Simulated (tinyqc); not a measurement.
Double-gate transistor below threshold, two-dimensional Poisson equation on a small mesh: effect of the gate voltage.

Half of a symmetric double-gate structure: row 0 is the mid-plane of the body, where the normal field vanishes. Mobile charge is neglected (subthreshold), the body is fully depleted, and potentials are counted from the intrinsic level; rows run upward to the gate, columns from source to drain.

Mesh: rows i = 0..12 in the semiconductor (step hs = tb/12, row 12 on the interface), then 8 step(s) ho = tox/8 up to the gate row 20; columns j = 0..80 (step hy = L/80). Box integration, divided by eps0: up_i = eps hy/h of the interval above row i, dn_i = that of the interval below (0 for row 0), lat_i = (sum of eps h/2 over the intervals above and below)/hy, s_i = -q Na w_i hy/eps0 with w_i the semiconductor height of the box (hs/2 for row 0 and the interface row, hs between, 0 in the insulator). Each free node obeys (up + dn + 2 lat) psi = up psi(above) + dn psi(below) + lat [psi(left) + psi(right)] + s. Fixed values: gate row Vg - Vfb; column 0 at Vbi and the last column at Vbi + Vd in the semiconductor, each running linearly to Vg - Vfb across the insulator. The system is solved directly. On row 0 the minimum of psi and its place come from a parabola through the three lowest nodes; barrier = Vbi - minimum, swing = Vt ln 10/(d psi/dVg), DIBL = (d psi/dVd)/(d psi/dVg) there. Lambda = pi/k with k the smallest positive root of tan(k tox) tan(k tb) = eox/eps_r.

Inputs (values chosen for the exercise); semiconductor permittivity close to that of silicon:
- T = 273 K (temperature)
- eps_r = 11.5 (relative permittivity of the semiconductor)
- eox = 22 (relative permittivity of the insulator)
- tb = 6 nm (half the body thickness)
- tox = 3.7 nm (insulator thickness)
- L = 25 nm (channel length)
- Na = 0 cm^-3 (acceptor density of the depleted body)
- Vbi = 0.51 V (potential of the source)
- Vfb = -0.04 V (gate offset)
- Vd = 0.7 V (drain voltage)

Constants: q = 1.602176634e-19 C, kB = 1.380649e-23 J/K, Vt = kB T/q, eps0 = 8.8541878128e-14 F/cm where lengths are in cm. Results are converted to the units shown.

Result of one run:

| Vg (V) | L/Lambda | barrier (V) | place y/L | swing (mV/decade) | DIBL (mV/V) |
|---|---|---|---|---|---|
| -0.12 | 1.524 | 0.3855 | 0.4139 | 72.69 | 103.9 |

What becomes of these results when the gate voltage Vg is changed from -0.12 to 0.04 V, all else the same?

Result of the changed run:

| Vg (V) | L/Lambda | barrier (V) | place y/L | swing (mV/decade) | DIBL (mV/V) |
|---|---|---|---|---|---|
| 0.04 | 1.524 | 0.2670 | 0.3934 | 73.73 | 95.21 |

The whole series:

| Vg (V) | L/Lambda | barrier (V) | place y/L | swing (mV/decade) | DIBL (mV/V) |
|---|---|---|---|---|---|
| -0.2 | 1.524 | 0.4452 | 0.4213 | 72.38 | 107.3 |
| -0.12 | 1.524 | 0.3855 | 0.4139 | 72.69 | 103.9 |
| -0.04 | 1.524 | 0.3260 | 0.4048 | 73.12 | 99.93 |
| 0.04 | 1.524 | 0.2670 | 0.3934 | 73.73 | 95.21 |
| 0.12 | 1.524 | 0.2085 | 0.3786 | 74.65 | 89.49 |
| 0.2 | 1.524 | 0.1510 | 0.3582 | 76.17 | 82.38 |

As Vg goes from -0.2 to 0.2 V, the barrier falls from 0.445 to 0.151 V, the swing rises from 72.4 to 76.2 mV a decade and DIBL falls from 107 to 82.4 mV/V; the ideal swing is 54.2. The barrier top moves from y/L = 0.421 to 0.358, towards the source.

tinyqc, about 0.1 s, one thread, Intel Xeon 2.30GHz (shared host): `OMP_NUM_THREADS=1 python tinyqc.py 2480134 2480135 out.jsonl`
